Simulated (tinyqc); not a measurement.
Worked calculation: shallow acceptor in the spherical four-band model. Values are carried at full precision from step to step, so a last printed digit may differ when a step is redone from the rounded ones.

Units Ry* = Ry/(g1 eps^2) and a* = a0 eps g1; mu = (6 g3 + 4 g2)/(5 g1) is the spherical heavy-light coupling and delta = (g3 - g2)/g1 the cubic term, which is left out.

Constants: Ry = 13.60569312 eV; a0 (Bohr radius) = 0.5291772105 angstrom.

Inputs chosen for the exercise (near those of a shallow acceptor in InP; the results hold for these values, not for the real material):
- g1 = 5.08 (Luttinger gamma1)
- g2 = 1.6 (gamma2)
- g3 = 2.1 (gamma3)
- eps = 12.5 (dielectric constant)
- al = (0.975, 5.85) 1/a*^2 (exponents a_i, the same for f and g)
- Dso = 0.108 eV (spin-orbit splitting)

## Units and couplings

Give Ry*, a*, mu, delta and the spherical masses 1/(g1 (1 -/+ mu)).

Ry* = 17.141 meV
a* = 33.60 angstrom
mu = 0.7480
delta = 0.0984

heavy and light mass (m0): [0.7812, 0.1126]

A hydrogen model with the heavy mass would bind by Ry*/(1 - mu) = 68.0 meV and with the light mass by 9.8 meV. delta/mu = 0.13: the cubic term is a modest correction.

## Matrices in a small basis

The ground state 1S3/2 has an L = 0 part f(r) and an L = 2 part g(r). In units of Ry* and a*, with Gaussians f_i = exp(-a_i r^2), g_i = r^2 exp(-a_i r^2), A = a_i + a_j and I(n) = Gamma((n + 1)/2)/(2 A^((n + 1)/2)): S_ff = I(2), S_gg = I(6), H_ff = (6 a_i a_j/A) I(2) - 2 I(1), H_gg = (14 a_i a_j/A) I(6) - 2 I(5), H_fg = -mu [15 I(2) - 20 a_j I(4) + 4 a_j^2 I(6)]; each function is then normalised. The split-off band is left out.

Form S and H.

S, rows f1, f2, g1, g2 and columns alike:
$$\begin{pmatrix}
1.0000 & 0.5855 & 0 & 0 \\
0.5855 & 1.0000 & 0 & 0 \\
0 & 0 & 1.0000 & 0.2868 \\
0 & 0 & 0.2868 & 1.0000
\end{pmatrix}$$

H (Ry*), rows f1, f2, g1, g2 and columns alike:
$$\begin{pmatrix}
-0.2264 & -0.5161 & -2.8247 & -0.8100 \\
-0.5161 & 9.8307 & -4.8601 & -16.9481 \\
-2.8247 & -4.8601 & 5.1443 & 2.4535 \\
-0.8100 & -16.9481 & 2.4535 & 36.8330
\end{pmatrix}$$

## Ground state in the small basis

Solve H u = E S u for the lowest level of the acceptor; the first half of the basis is L = 0 and the second L = 2. Give E, E without the f-g block, and the L = 2 weight u_g S_gg u_g with u S u = 1.

E = -1.919 Ry*
E without coupling = -0.240 Ry*
L = 2 weight = 0.226

Without the coupling the exact value is -1, which this basis, tuned to the compact coupled state, misses by 0.760. The coupling to L = 2 takes the level to 1.92 times that exact value.

## Converged result

Converged values use 22 exponents 2.2^i, i = -7 to 14, for f and for g.
Ground and next level of the same symmetry, L = 2 weight and mean radius.

1S3/2 and 2S3/2 (Ry*): [-2.131, -0.631]

binding energies (meV): [36.5, 10.8]

L = 2 weight = 0.258
<r> = 25.9 angstrom

The small basis reaches 90 % of the binding. The ratio 1S/2S is 3.38 (4 for hydrogen). The binding is 0.34 of Dso, so the split-off band, left out here, would deepen it noticeably.

## Checks

- Level at mu = 0 against -1 Ry*: both -1.0000.
- Ground level from a second, denser basis, Ry*: both -2.131.

Program tinyqc; command `OMP_NUM_THREADS=1 python tinyqc.py 1252358 1252359 out.jsonl`; about 0.04 s on one thread of a shared Intel(R) Xeon(R) Processor @ 2.30GHz.
